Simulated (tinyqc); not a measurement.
Donor or exciton in a quantum well (variational effective-mass method). Changing the dielectric constant eps. Computed by tinyqc, a small Python program. Command: `OMP_NUM_THREADS=1 python tinyqc.py 3015892 3015893 out.jsonl welldonor sweep`. One thread of a shared host (Intel(R) Xeon(R) Processor @ 2.30GHz), about 0.3 s of CPU time with the checks.

H = -nabla^2 - 2/|r - r_i| + V(z) in effective units; trial function psi = f(z) exp(-|r - r_i|/lambda), f the ground state of the well. Mass and screening are the same in well and barrier; l = L/a* is the width in effective units. Bands are flat: no polarisation or applied field.

Inputs (values chosen for the exercise, modelled on InAs): electron mass m = 0.0263 m_0; well width L = 41 nm; donor position z_i/L from the centre = 0.2; barrier height V_0 = 0.23 eV.

Centre: donor. Barriers: finite.

Constants: Ry = 13.605693123 eV; a_0 = 0.529177210903 angstrom.

Method:
- Ry* = Ry m/eps^2, a* = a_0 eps/m; l = L/a*.
- k solves k tan(k l/2) = sqrt(v - k^2), v = V_0/Ry*, 0 < k l/2 < pi/2 (bisection); f = cos(k z) inside and cos(k l/2) exp(-kappa (|z| - l/2)) outside, kappa = sqrt(v - k^2); subband energy k^2 Ry*.
- Binding E_b(lambda) = -1/lambda^2 + 4 A/(lambda B), with A = int f^2 exp(-2 s/lambda) dz, B = int f^2 exp(-2 s/lambda)(1 + 2 s/lambda) dz and s = |z - z_i|; 40 Gauss-Legendre points on each piece between the walls at z = -l/2 and l/2 and z_i, and out to 12/(kappa + 1/lambda) beyond the walls.
- Golden-section search for the maximum over lambda from 0.3 to 4, 40 steps.

One run for each value:
```
dielectric constant eps  binding energy (meV)  binding in Ry*  radius lambda a* (nm)
7.8                                     8.026           1.365                  16.43
9.5                                     5.788           1.460                  19.65
12.0                                    3.945           1.588                  24.03
14.0                                    3.067           1.680                  27.31
17.0                                    2.233           1.803                  31.94
21.0                                    1.579           1.946                  37.73
26.0                                    1.110           2.097                  44.54
31.0                                    0.828           2.224                  51.02
```

Over the rows, binding energy (meV) falls from 8.03 to 0.828 (exponent d ln y / d ln x about -1.6 throughout); binding in Ry* rises from 1.36 to 2.22 (exponent d ln y / d ln x between 0.34 and 0.37); radius lambda a* (nm) rises from 16.4 to 51.0 (exponent d ln y / d ln x 0.91 between the first rows and 0.77 between the last).

Extremes, crossings and ranges named in words are read from the listed rows.
